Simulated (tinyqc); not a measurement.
Inside a calculation: Stoner model of a band ferromagnet. Values are carried at full precision from step to step, so a last printed digit may differ when a step is redone from the rounded ones.

Density of states per atom and spin: flat with a rise to the top, D(e) = (M/W) [1 - sp + 4 sp (e/W + 1/2)^3]. Levels e -/+ I m/2 for up and down spin, m = n_up - n_down, n_up + n_down = nd. At zero temperature e(N) is the energy below which N states lie, and E(m) = sum over spins of integral e D de - I m^2/4.

Values chosen for the exercise: W = 4.4 eV (band width, e from -W/2 to W/2); M = 5 (states per atom and spin); nd = 6.89 (electrons per atom); sp = 0.62 (shape parameter); I = 0.45 eV (Stoner parameter).

## The paramagnetic state and the Stoner criterion

Find EF from nd/2 states per spin, D(EF) and the product I D(EF); below 1 the susceptibility is enhanced by 1/(1 - I D).

EF = 1.6350 eV
D(EF) = 2.2978 1/eV
I D(EF) = 1.0340

The paramagnet is unstable.

## Energy against moment

Tabulate the splitting that the band needs, e(n_up) - e(n_down), against I m, and E(m) - E(0), at nine moments up to saturation m_max = min(nd, 2M - nd).

Energy curve:
```
m      e(n_up) (eV)  e(n_down) (eV)  difference (eV)  I m (eV)  E - E(0) (meV)
0.000        1.6350          1.6350           0.0000    0.0000             0.0
0.389        1.7174          1.5480           0.1694    0.1749            -0.6
0.777        1.7957          1.4559           0.3398    0.3499            -2.1
1.166        1.8704          1.3580           0.5124    0.5248            -4.3
1.555        1.9418          1.2533           0.6885    0.6997            -6.7
1.944        2.0102          1.1409           0.8693    0.8747            -8.4
2.333        2.0759          1.0194           1.0565    1.0496            -8.4
2.721        2.1391          0.8872           1.2519    1.2246            -5.2
3.110        2.2000          0.7420           1.4580    1.3995             3.0
```

dE/dm is half of (difference - I m), so E falls wherever I m exceeds the difference.

## The ground state

Take the lowest of E(0), the stationary points e(n_up) - e(n_down) = I m, and saturation.

m = 2.144 muB
exchange splitting I m = 0.965 eV
E - E(0) = -8.7 meV

n_up, n_down: 4.517  2.373

Both spin bands cross the Fermi level (a weak ferromagnet).

## Checks

- States in the band over M against 1: both 1.000000.

Program tinyqc; command `OMP_NUM_THREADS=1 python tinyqc.py 1680644 1680645 out.jsonl`; about 0.5 s on one thread of a shared Intel(R) Xeon(R) Processor @ 2.30GHz.
